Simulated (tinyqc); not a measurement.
Planar ballistic transistor, top-of-the-barrier model: one step of the calculation.

At the top of the source barrier, states moving towards the drain are filled by the source (Fermi level 0) and states moving back by the drain (Fermi level -q Vd); nothing scatters. U is the shift of the band edge there, set by the capacitances CG, CD and CS (the total) and by the charge. Parabolic two-dimensional band; the source is grounded.

Problem. Current, mean velocity and share of the gate voltage. N0 = gv m kB T/(pi hbar^2), CG = eps0 eox/tox, vT = sqrt(2 kB T/(pi m)), CS = CG/aG, n0 = n at U = 0 and Vd = 0. eta1 = -(E0 + U)/Vt, eta2 = eta1 - Vd/Vt, n = (N0/2)[F_0(eta1) + F_0(eta2)], F_0(x) = ln(1 + exp x). I = q (N0/2) vT [F_(1/2)(eta1) - F_(1/2)(eta2)] per width, F_(1/2)(x) = (2/sqrt(pi)) int_0^infinity u^(1/2)/(1 + exp(u - x)) du. Mean velocity I/(q n). CQ = (q/Vt) dn/d(eta1); the band edge follows the gate as -dU/dVg = aG/(1 + CQ/CS).

Inputs (values chosen for the exercise); mass and valleys made up: temperature T = 200 K; effective mass m = 0.703 m0; valley degeneracy gv = 4; relative permittivity of the gate insulator eox = 7.5; insulator thickness tox = 1.6 nm; gate control CG/CS aG = 0.94; band edge at the barrier top above the source Fermi level at zero bias E0 = 0.39 eV; drain voltage Vd = 0.05 V.

Constants: q = 1.602176634e-19 C, kB = 1.380649e-23 J/K, hbar = 1.054571817e-34 J s, m0 = 9.1093837015e-31 kg, Vt = kB T/q, eps0 = 8.8541878128e-14 F/cm where lengths are in cm. Results are converted to the units shown.

converged U = -0.38965733 eV

Find: eta1; n; I; mean velocity; CQ; -dU/dVg.

Solution.

eta1 = -0.01988
n = 7.447e12 cm^-2
I = 595.1 uA/um
mean velocity = 4.987e6 cm/s
CQ = 51.39 uF/cm^2
-dU/dVg = 0.07437 eV/V

The carriers from the source are near degeneracy (eta1 = -0.0199), and the mean velocity is 0.952 times vT = sqrt(2 kB T/(pi m)) = 5.24e6 cm/s.

tinyqc, about 0.01 s, one thread, Intel Xeon 2.30GHz (shared host): `OMP_NUM_THREADS=1 python tinyqc.py 2400063 2400064 out.jsonl`
